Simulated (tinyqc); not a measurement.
From results back to parameters: one-oscillator model of a band gap. Three cases, with inputs chosen for the exercise.

Problem. A gap follows E(T) = E0 - s1 t1/(exp(t1/T) - 1) with the zero-point term ZP = s1 t1/2, which scales as M^(-1/2). The shift of E0 on going from M to M + dM and the limiting slope at high T are given.

Find: sqrt(M/(M + dM)); ZP; t1.

Method. The shift is ZP (1 - sqrt(M/(M + dM))); then t1 = 2 ZP/s1.

Case 1.

Values chosen (out of a larger set: near those of InP; not measured data): M = 72.89 u (mean atomic mass); dM = 1.49 u (change of the mean mass (not bounded by the natural isotopes)).

shift of E0 = 0.462263 meV
limiting slope s1 = 0.363 meV/K

Solution.

sqrt(M/(M + dM)) = 0.989933
ZP = 45.92 meV
t1 = 253 K

Case 2.

Values chosen (out of a larger set: near those of AlN; not measured data): M = 20.49 u (mean atomic mass); dM = 1.07 u (change of the mean mass (not bounded by the natural isotopes)).

shift of E0 = 6.762923 meV
limiting slope s1 = 0.770 meV/K

Solution.

sqrt(M/(M + dM)) = 0.974870
ZP = 269.12 meV
t1 = 699 K

Case 3.

Values chosen (out of a larger set: near those of diamond; not measured data): M = 12.01 u (mean atomic mass); dM = -0.95 u (change of the mean mass (not bounded by the natural isotopes)).

shift of E0 = -13.633264 meV
limiting slope s1 = 0.598 meV/K

Solution.

sqrt(M/(M + dM)) = 1.042063
ZP = 324.12 meV
t1 = 1084 K

Computed by tinyqc, one run a case: `OMP_NUM_THREADS=1 python tinyqc.py N N+1 out.jsonl` with N = 1880790, 1880805, 1880816; one thread of a shared Intel(R) Xeon(R) Processor @ 2.30GHz, about 0.01 s a run at most.
